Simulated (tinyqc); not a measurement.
Shape against the ratio gamma(100)/gamma(111): equilibrium crystal shape, supported particles, Gibbs-Thomson effect and coarsening. Computed by tinyqc, a small Python program. Command: `OMP_NUM_THREADS=1 python tinyqc.py 3026213 3026214 out.jsonl wulff walk`. One thread of a shared host (Intel(R) Xeon(R) Processor @ 2.30GHz), about 0.04 s of CPU time with the checks.

A cubic crystal bounded by {100}, {110} and {111} facets only.

Inputs (values chosen for the exercise, for a model cubic crystal): atomic volume Omega = 20.02 angstrom^3.

Surface energies: given.

surface energies gamma(100), gamma(110), gamma(111) (J/m^2): 1.36  1.38  1.33

Method:
- The energies and Omega are given.
- Wulff construction: the facet planes lie at distances lambda gamma from the centre, and the shape is the region inside all of them; V = (1/3) sum of area x distance. gamma_mean = sum A gamma / sum A; shape factor eta = A/V^(2/3) (4.836 for a sphere).
- gamma(110)/gamma(111) is held at the value of this crystal.

gamma (J/m^2): (100) 1.36, (110) 1.38, (111) 1.33

Area fractions:

| gamma(100)/gamma(111) | {100} | {110} | {111} | eta |
|---|---|---|---|---|
| 0.550 | 1.0000 | 0.00000 | 0.00000 | 6.0000 |
| 0.614 | 0.9907 | 0.00000 | 0.00932 | 5.9631 |
| 0.736 | 0.8639 | 0.00351 | 0.13258 | 5.6325 |
| 0.869 | 0.5388 | 0.18048 | 0.28075 | 5.1715 |
| 1.020 | 0.2945 | 0.34409 | 0.36138 | 5.0608 |
| 1.150 | 0.1499 | 0.47035 | 0.37972 | 5.0952 |
| 1.330 | 0.0271 | 0.60813 | 0.36476 | 5.2083 |
| 1.750 | 0.0000 | 0.63929 | 0.36071 | 5.2542 |

What does the comparison show, and why?

{100} holds 100 % of the area in the first row and 0 % in the last; without {110} the limits are a cube below 1/sqrt(3) = 0.577 and an octahedron above sqrt(3) = 1.732. The roundest shape among these rows (eta = 5.061) is at the ratio 1.02; {110} shows in 6 rows.
